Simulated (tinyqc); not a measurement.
Inside a calculation (part 2 of 2). Method: MP2 on RHF in the sto-3g basis, for H6, spin multiplicity 1. Computed by tinyqc, a small Python program that keeps every step (integrals from PySCF). Command: `OMP_NUM_THREADS=1 python tinyqc.py 27974 27975 out.jsonl` (the two numbers bound the seeds that draw the settings). One thread of a shared host (Intel(R) Xeon(R) Processor @ 2.60GHz), about 0.08 s of CPU time with the checks.

Geometry (angstrom):
```
atom         x         y         z
H     0.000000  0.000000  0.000000
H     0.000000  0.000000  0.991000
H     0.000000  0.000000  2.375000
H     0.000000  0.000000  3.366000
H     0.000000  0.000000  4.751000
H     0.000000  0.000000  5.741000
```

## Second-order Moller-Plesset energy

orbital energies (hartree): [-0.584458, -0.505929, -0.402378, 0.290388, 0.515985, 0.765460]

Hartree-Fock energy = -3.18712277 hartree

Given earlier and not repeated: Two-electron integrals over orbitals (pq|rs).

E2 = sum_ijab (ia|jb) [2 (ia|jb) - (ib|ja)] / (e_i + e_j - e_a - e_b) over occupied i, j and virtual a, b; the opposite-spin part is (ia|jb)^2 / denominator, the rest is same-spin, and SCS-MP2 scales them by 6/5 and 1/3.

Terms (the 40 largest of 81):
```
i  j  a  b    (ia|jb)    (ib|ja)  denominator       term
2  2  5  5   0.092611   0.092611    -2.043827  -0.004196
3  3  4  4   0.076161   0.076161    -1.385534  -0.004186
1  3  4  6  -0.080255  -0.055373    -2.042685  -0.004131
3  1  6  4  -0.080255  -0.055373    -2.042685  -0.004131
1  1  4  4   0.082259   0.082259    -1.749693  -0.003867
2  3  4  5  -0.066768  -0.041668    -1.714681  -0.003577
3  2  5  4  -0.066768  -0.041668    -1.714681  -0.003577
3  3  6  6   0.084844   0.084844    -2.335677  -0.003082
2  2  4  4   0.068918   0.068918    -1.592635  -0.002982
3  3  5  5   0.070620   0.070620    -1.836726  -0.002715
1  2  4  5   0.056207   0.041272    -1.896760  -0.002108
2  1  5  4   0.056207   0.041272    -1.896760  -0.002108
2  3  5  6  -0.056935  -0.041169    -2.189752  -0.001890
3  2  6  5  -0.056935  -0.041169    -2.189752  -0.001890
1  1  6  6   0.068995   0.068995    -2.699836  -0.001763
1  2  5  6   0.046331   0.034667    -2.371832  -0.001133
2  1  6  5   0.046331   0.034667    -2.371832  -0.001133
1  1  5  5   0.048779   0.048779    -2.200885  -0.001081
2  2  6  6   0.048185   0.048185    -2.542778  -0.000913
1  3  6  4  -0.055373  -0.080255    -2.042685  -0.000827
3  1  4  6  -0.055373  -0.080255    -2.042685  -0.000827
2  2  4  6   0.039327   0.039327    -2.067706  -0.000748
2  2  6  4   0.039327   0.039327    -2.067706  -0.000748
1  3  5  5  -0.038067  -0.038067    -2.018806  -0.000718
3  1  5  5  -0.038067  -0.038067    -2.018806  -0.000718
2  1  4  5   0.041272   0.056207    -1.896760  -0.000573
1  2  5  4   0.041272   0.056207    -1.896760  -0.000573
3  2  5  6  -0.041169  -0.056935    -2.189752  -0.000478
2  3  6  5  -0.041169  -0.056935    -2.189752  -0.000478
2  3  5  4  -0.041668  -0.066768    -1.714681  -0.000403
3  2  4  5  -0.041668  -0.066768    -1.714681  -0.000403
1  1  6  4  -0.029420  -0.029420    -2.224764  -0.000389
1  1  4  6  -0.029420  -0.029420    -2.224764  -0.000389
1  3  6  6   0.029116   0.029116    -2.517756  -0.000337
3  1  6  6   0.029116   0.029116    -2.517756  -0.000337
1  2  6  5   0.034667   0.046331    -2.371832  -0.000336
2  1  5  6   0.034667   0.046331    -2.371832  -0.000336
3  3  4  6  -0.018677  -0.018677    -1.860605  -0.000187
3  3  6  4  -0.018677  -0.018677    -1.860605  -0.000187
1  3  4  4   0.016949   0.016949    -1.567613  -0.000183
```

Pair energies (hartree; pair i-j sums ij and ji):
```
pair  opposite spin  same spin
1-1       -0.007490          0
2-1       -0.007951  -0.000350
2-2       -0.009588          0
3-1       -0.011784  -0.000606
3-2       -0.011734  -0.000962
3-3       -0.010359          0
```

MP2 correlation energy = -0.06082265 hartree

SCS-MP2 correlation energy = -0.07132495 hartree

MP2 total energy = -3.24794543 hartree
